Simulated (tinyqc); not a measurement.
# Changing the solids volume fraction c0

Model: spin coating of a resist or spin-on film: centrifugal thinning, evaporation and the final thickness (Emslie and Meyerhofer models). Computed by tinyqc, a small Python program. Command: `OMP_NUM_THREADS=1 python tinyqc.py 3114210 3114211 out.jsonl spincoat sweep`. One thread of a shared host (Intel(R) Xeon(R) Processor @ 2.30GHz), about 0.3 s of CPU time with the checks.

A Newtonian film stays uniform over the wafer; solvent and solids have the same density and the concentration is uniform through the thickness.

Inputs (values chosen for the exercise, of the order of those of a polymer resist in an ester solvent): kinematic viscosity of the solvent nu_s = 2.2 mm^2/s; viscosity constant k = 850 mm^2/s; viscosity exponent gamma = 2.8; spin speed f = 2000 rpm; evaporation rate at 1000 rpm e0 = 0.15 micrometre/s; starting thickness h0 = 800 micrometre; wafer radius R = 100 mm; shrinkage in the bake = 2.3 %.

Method:
- omega = 2 pi f/60; nu(c) = nu_s + k c^gamma; evaporation rate e = e0 sqrt(f/1000 rpm).
- Flow constant K = 2 omega^2/(3 nu(c0)); Reynolds number of the air omega R^2/nu_air with nu_air = 15 mm^2/s.
- Meyerhofer estimate: flow rules until (1 - c0) K h^3 = e, then evaporation alone: h_w = (e/((1 - c0) K))^(1/3), dry film c0 h_w.
- Full model for solids s and liquid l per area, h = s + l, c = s/h: ds/dt = -c Q, dl/dt = -(1 - c) Q - e, Q = 2 omega^2 h^3/(3 nu(c)); integrated adaptively (relative tolerance 1e-9) until l = 0.
- Dry film = s at l = 0, before the bake; film after the bake = s x (1 - shrinkage).

One run for each value:
```
solids volume fraction c0  dry film (nm)  nu(c0) (mm^2/s)  dry film, estimate (nm)  time to dry (s)
0.010                                 25             2.20                       25            14.24
0.016                                 41             2.21                       41            14.20
0.025                                 64             2.23                       64            14.18
0.040                                106             2.30                      104            14.30
0.063                                180             2.57                      171            14.85
0.100                                337             3.55                      306            16.57
0.160                                719             7.22                      635            20.48
0.250                               1609            19.72                     1439            26.38
0.400                               3921            67.54                     3739            33.09
```

Over the rows, dry film (nm) rises from 25.2 to 3920 (exponent d ln y / d ln x 1.0 between the first rows and 1.9 between the last); nu(c0) (mm^2/s) rises from 2.20 to 67.5 (exponent d ln y / d ln x 0.0056 between the first rows and 2.6 between the last); dry film, estimate (nm) rises from 25.3 to 3740 (exponent d ln y / d ln x 1.0 between the first rows and 2.0 between the last). In the estimate the dry film goes as c0 (nu/(1 - c0))^(1/3), so its exponent rises above 1 once the solids raise the viscosity.
